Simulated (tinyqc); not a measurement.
Sub-threshold conduction and electro-thermal threshold of an amorphous chalcogenide: one step of the calculation.

Trap-limited conduction: I = I0 exp(-Ea/kB T) sinh(q V dz/(2 ua kB T)), I0 = 2 q A Nt dz/ta. One lumped temperature T = T0 + Rt I V. The threshold is the largest V for which a steady state exists on the low-current branch.

Question. Isothermal quantities. I0, the low-field resistance 2 ua kB T0 exp(Ea/kB T0)/(q dz I0), the slope voltage V0 = 2 ua kB T0/(q dz), and I at V without heating.

Inputs (values chosen for the exercise); values of the order of Ge-Sb-Te and related chalcogenides:
- T0 = 300 K (ambient temperature)
- A = 1800 nm^2 (cross-section)
- ua = 30 nm (amorphous thickness)
- dz = 7.4 nm (distance between traps)
- Ea = 0.32 eV (activation energy)
- Nt = 3.2e19 cm^-3 (trap density)
- ta = 1e-15 s (attempt time)
- V = 0.357 V (voltage across the amorphous layer)

Constants: q = 1.602176634e-19 C, kB = 1.380649e-23 J/K. Results are converted to the units shown.

Give: I0; low-field resistance; V0; I without heating.

Answer.

I0 = 136.58 mA
low-field resistance = 0.36457 Mohm
V0 = 0.20961 V
I without heating = 1.5263 uA

Range of the model: Purely electronic switching mechanisms, filaments and series resistance are left out.

Program tinyqc, `OMP_NUM_THREADS=1 python tinyqc.py 2490105 2490106 out.jsonl`; Intel Xeon 2.30GHz, shared host, one thread, about 0.01 s.
